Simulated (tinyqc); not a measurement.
Worked calculation: CCSD on RHF in the sto-3g basis, for H3+, spin multiplicity 1. One step of it, computed by the program tinyqc.

Task: CCSD: starting amplitudes. t_ij^ab = <ij||ab> / (e_i + e_j - e_a - e_b), whose energy is MP2.

orbital energies (hartree): MO1 -1.036645, MO2 -0.324658, MO3 0.359178

Two-electron integrals over orbitals (pq|rs), unique and non-zero (hartree):
```
(11|11) 0.591330    (21|11) -0.000060   (21|21) 0.145762    (22|11) 0.506689
(22|21) 0.000083    (22|22) 0.553172    (31|11) 0.097301    (31|21) 0.000021
(31|22) -0.031652   (31|31) 0.132928    (32|11) 0.000033    (32|21) -0.136902
(32|22) -0.000087   (32|31) -0.000047   (32|32) 0.154136    (33|11) 0.596229
(33|21) -0.000086   (33|22) 0.535053    (33|31) 0.087774    (33|32) 0.000068
(33|33) 0.639663
```

Give: Starting amplitudes; correlation energy.

Result:

Starting amplitudes (spin orbitals 1a, 1b, ...; amplitudes related by a flip of all spins are not repeated):
```
from      to          t
1a 1b  2a 2b    -0.1024
1a 1b  3a 3b    -0.0476
1a 1b  2a 3b  -9.76e-06
```

correlation energy = -0.021250 hartree
